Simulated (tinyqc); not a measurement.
# Strained Delta valleys, repopulation and conductivity mass: mobility against stress

A cubic crystal with three pairs of conduction valleys along x, y and z under uniaxial stress X along [100] (X > 0 is tension); current along [010]. Non-degenerate electrons, fixed total density, one relaxation time for all valleys and stresses, masses unchanged by strain, so the mobility goes as the mean inverse mass.

Stress s_ij = X a_i a_j with a the unit vector along [100]; strain e_ii = s11 s_ii + s12 (s_jj + s_kk), e_ij = s44 s_ij/2. Valley shift dE = Xu (n.e.n - trace(e)/3) with n the valley axis; share f proportional to exp(-dE/Vt). Inverse mass along the current d = [010]: (n.d)^2/ml + (1 - (n.d)^2)/mt; mu/mu0 = sum f (1/m) over the plain mean of 1/m. The linear estimate is 1 - pi X with pi the small-stress slope -d(mu/mu0)/dX.

Parameters, values chosen for the exercise; values close to those of silicon:

| symbol | value | unit | meaning |
|---|---|---|---|
| T | 273 | K | temperature |
| s11 | 7.58 | 1/TPa | compliance |
| s12 | -2.13 | 1/TPa | compliance |
| s44 | 12.6 | 1/TPa | compliance |
| Xu | 9.26 | eV | shear deformation potential |
| ml | 0.918 | m0 | longitudinal mass |
| mt | 0.197 | m0 | transverse mass |

Constants: q = 1.602176634e-19 C, kB = 1.380649e-23 J/K, Vt = kB T/q. Results are converted to the units shown.

Result of one run:
```
X (MPa)  splitting (meV)  largest share  mu/mu0  linear estimate
2500               224.8         0.5000  0.8227          -0.1296
```

What becomes of these results when the uniaxial stress (tension positive) X is changed from 2500 to 400 MPa, all else the same?

Result of the changed run:
```
X (MPa)  splitting (meV)  largest share  mu/mu0  linear estimate
400                35.97         0.4511  0.8747           0.8193
```

The whole series:
```
X (MPa)  splitting (meV)  largest share  mu/mu0  linear estimate
25                 2.248         0.3438  0.9889           0.9887
50                 4.496         0.3539  0.9782           0.9774
100                8.991         0.3728  0.9580           0.9548
200                17.98         0.4056  0.9231           0.9096
400                35.97         0.4511  0.8747           0.8193
700                62.94         0.4834  0.8404           0.6837
1000               89.91         0.4946  0.8284           0.5482
1500               134.9         0.4992  0.8235           0.3223
2500               224.8         0.5000  0.8227          -0.1296
```

The ratio mu/mu0 falls from 0.989 to 0.823; pi = 45.2e-11 1/Pa. The linear estimate of the change is 1.017 times the computed change in the first row and 6.37 times it in the last: once the splitting is several Vt (Vt = 23.5 meV) the upper valleys are nearly empty and little is left to move. At X = 2500 MPa the stress passes 1.5 GPa, where intervalley scattering and masses change too.

tinyqc, about 0.01 s, one thread, Intel Xeon 2.30GHz (shared host): `OMP_NUM_THREADS=1 python tinyqc.py 2530080 2530081 out.jsonl`
